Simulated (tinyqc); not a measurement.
Classical Heisenberg spin chain: exact results, Metropolis, heat-bath and over-relaxation steps, and a Monte Carlo run: one step, computed by the program tinyqc.

E = -J sum_i s_i . s_(i+1) for unit vectors s_i on an open chain; K = J/(k_B T).

Problem. Exact results. Each bond angle is independent, so u = <s_i . s_(i+1)> = coth K - 1/K, <s_i . s_(i+n)> = u^n, correlation length xi = -1/ln|u|, energy per bond -J u, heat capacity per bond c/k_B = 1 - K^2/sinh^2 K, and for the long chain chi = mu^2 (1 + u)/(3 k_B T (1 - u)) per spin.

Inputs (values chosen for the exercise, for a model chain of large moments): coupling J = 15 meV; temperature T = 59.7 K; moment mu = 3.5 mu_B.

Constants: k_B = 8.617333262e-05 eV/K; mu_B = 5.7883818060e-05 eV/T.

Give: K; u; xi; energy per bond; heat capacity; chi over the Curie value; chi.

Solution.

K = 2.916

u = 0.6629

xi = 2.432 sites

energy per bond = -9.944 meV

heat capacity = 0.8996 k_B/bond

chi over the Curie value = 4.933

chi = 0.2267 mu_B/T per spin
